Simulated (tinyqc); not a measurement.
Inside a calculation. Model: dopants and charged point defects at anneal temperature: Fermi-level effect, clustering and pairing. Computed by tinyqc, a small Python program that keeps every step. Command: `OMP_NUM_THREADS=1 python tinyqc.py 3030419 3030420 out.jsonl pairing walk`. One thread of a shared host (Intel(R) Xeon(R) Processor @ 2.30GHz), about 0.03 s of CPU time with the checks. Intermediate numbers are printed to about 6 digits and carried at full precision; extremes and crossings named in words are read from the listed rows.

Boltzmann statistics and full ionisation of active dopants. Energies are counted from the valence band; the defect (a vacancy or self-interstitial) has five charge states, with all degeneracy factors one.

Inputs (values chosen for the exercise, with bands modelled on InP):
```
quantity                                         value    unit
gap at 0 K E_g0                                   1.43      eV
Varshni alpha                                 0.000376    eV/K
Varshni beta                                       163       K
electron mass m_e                               0.0816     m_0
valleys M_c                                          1       -
hole mass m_h                                     0.62     m_0
anneal temperature T                              1030       K
total dopant density N                         1.2e+20   cm^-3
formation enthalpy of the neutral defect H_f      3.46      eV
formation entropy S_f                              9.8     k_B
site density N_s                               3.8e+22   cm^-3
intrinsic dopant diffusivity D_i               6.1e-15  cm^2/s
anneal time t                                      800       s
dopant atoms per cluster k                           3       -
cluster binding energy E_b                        1.37      eV
```

Dopant: acceptor. Second part: clustering of the dopant.

defect levels as fractions of E_g(T): (2+/+), (+/0), (0/-), (-/2-): 0.12  0.21  0.57  0.75

Constants: m_0 = 9.1093837015e-31 kg; k_B = 1.380649e-23 J/K; h = 6.62607015e-34 J s; k_B = 8.617333262e-05 eV/K.

## The host at the anneal temperature

E_g = E_g0 - alpha T^2/(T + beta). N_c = 2 M_c (2 pi m_e k_B T/h^2)^(3/2) and N_v = 2 (2 pi m_h k_B T/h^2)^(3/2), masses in units of m_0. n_i = sqrt(N_c N_v) exp(-E_g/2 k_B T); E_i = E_g/2 + (k_B T/2) ln(N_v/N_c).

E_g = 1.09563 eV

k_B T = 0.0887585 eV

n_i = 3.55422e+16 cm^-3

E_i = 0.682812 eV

effective density of states N_b of the majority band = 7.79352e+19 cm^-3

## Active and clustered dopant

p = A/2 + sqrt(A^2/4 + n_i^2) for an active density A. k ionised dopants and k carriers form one neutral cluster: C = N_s (A/N_s)^k (p/N_b)^k exp(E_b/k_B T), N_b the effective density of states of the majority band, and N = A + k C (60 bisections in ln A between ln N - 90 and ln N).

active density A = 3.92271e+19 cm^-3

clusters C = 2.69243e+19 cm^-3

active share = 0.326892

67 % of the dopant is lost to clusters.

## Carrier density and Fermi level

chi = n/n_i (for acceptors n_i/p); E_F = E_i + k_B T ln chi; field enhancement h = 1 + A/sqrt(A^2 + 4 n_i^2).

p = 3.92271e+19 cm^-3

chi = 9.06062e-04

E_F = 0.0609335 eV

field enhancement h = 2.00000

The doping is 1100 n_i: extrinsic conditions.

## Charged defects

C_0 = N_s exp(S_f/k_B) exp(-H_f/k_B T). Ratios to the neutral state at E_F = E_i: r_+ = exp((E(+/0) - E_i)/k_B T), r_2+ = r_+ exp((E(2+/+) - E_i)/k_B T), r_- = exp((E_i - E(0/-))/k_B T), r_2- = r_- exp((E_i - E(-/2-))/k_B T); at other E_F state q scales as chi^(-q). The enhancement is sum r_q chi^(-q)/sum r_q. The charge on the defects is left out of neutrality.

neutral defects C_0 = 8.05618e+09 cm^-3

Charge states:
```
state      ratio r  intrinsic (cm^-3)  doped (cm^-3)
2+     1.22216e-05        9.84593e+04    1.19934e+11
+      6.09264e-03        4.90834e+07    5.41722e+10
0      1.00000e+00        8.05618e+09    8.05618e+09
-      1.92869e+00        1.55378e+10    1.40782e+07
2-     4.03233e-01        3.24852e+09    2.66687e+03
```

all defects, doped = 1.82176e+11 cm^-3

enhancement over intrinsic = 6.77443

mean charge = 1.61396 e

Doping leaves the neutral state alone and multiplies the total by 6.77; the most common state is 2+ (in intrinsic material -).

## Dopant diffusivity

If every charge state of the defect carries the dopant equally well, D = D_i x enhancement x h x (active share A/N, a rough stand-in that overstates the dA/dN which immobile clusters call for), D_i being an input held fixed when T or H_f is moved; diffusion length 2 sqrt(D t).

effective diffusivity D = 2.70170e-14 cm^2/s

D/D_i = 4.42901

diffusion length = 92.9808 nm

## Against doping

chi = n/n_i; h = 1 + A/sqrt(A^2 + 4 n_i^2); the dopant diffusivity over its intrinsic value is D/D_i = enhancement x h x A/N, if every charge state carries the dopant equally well.

Trend at the anneal temperature:
```
N (cm^-3)  active A (cm^-3)          chi  defect enhancement  mean charge    D/D_i
1.10e+15        1.10000e+15  9.84645e-01             0.98748     -0.81146  1.00275
5.00e+15        5.00000e+15  9.32132e-01             0.94508     -0.78991  1.01139
2.30e+16        2.30000e+16  7.27484e-01             0.78636     -0.69392  1.02844
1.10e+17        1.10000e+17  2.94994e-01             0.48677     -0.38047  0.89559
5.10e+17        5.10000e+17  6.93554e-02             0.36731     -0.03647  0.73110
2.40e+18        2.40000e+18  1.48060e-02             0.44814      0.33041  0.89608
1.10e+19        1.09615e+19  3.24241e-03             1.21263      1.03705  2.41676
5.10e+19        3.10673e+19  1.14404e-03             4.69307      1.53196  5.71767
2.40e+20        4.54178e+19  7.82562e-04             8.61102      1.65940  3.25911
```

Well below n_i = 3.55e16 cm^-3 chi and the enhancement are near 1. At any doping d ln(enhancement)/d ln chi equals minus the mean charge, which goes from -0.81 to +1.66 over the rows. The defect density first falls, because doping removes the states with the sign of the ionised dopant before it feeds the opposite ones. Clustering bends A over: its exponent in N falls to 0.25, towards 1/(2k) = 0.167, and D/D_i peaks at N = 5.1e19 cm^-3.

## Activation against anneal temperature

The formulas are those given above.

Equilibrium activation:
```
T (K)  n_i (cm^-3)  active A (cm^-3)  clusters C (cm^-3)  active share
620    6.89882e+13       5.18671e+18         3.82711e+19      0.043223
720    5.83104e+14       1.04232e+19         3.65256e+19      0.086860
820    3.01023e+15       1.77924e+19         3.40692e+19      0.148270
930    1.24792e+16       2.81507e+19         3.06164e+19      0.234589
1030   3.55422e+16       3.92271e+19         2.69243e+19      0.326892
1130   8.52548e+16       5.13842e+19         2.28719e+19      0.428202
1240   1.92081e+17       6.53132e+19         1.82289e+19      0.544277
```

The active share goes from 0.0432 at 620 K to 0.544 at 1240 K, so a layer activated by a hot, short anneal is metastable and deactivates in later, cooler steps if the dopant can move. Over the first three rows, where most dopant is clustered, a fit of ln A rises with slope 0.270 eV against -1/k_B T, near E_b/(2k) = 0.228 eV plus 0.75 k_B T.

Checks made by the program: conservation of the dopant (relative difference below 1e-10); ratios against Boltzmann factors of formation energies at E_F (relative difference below 1e-10).
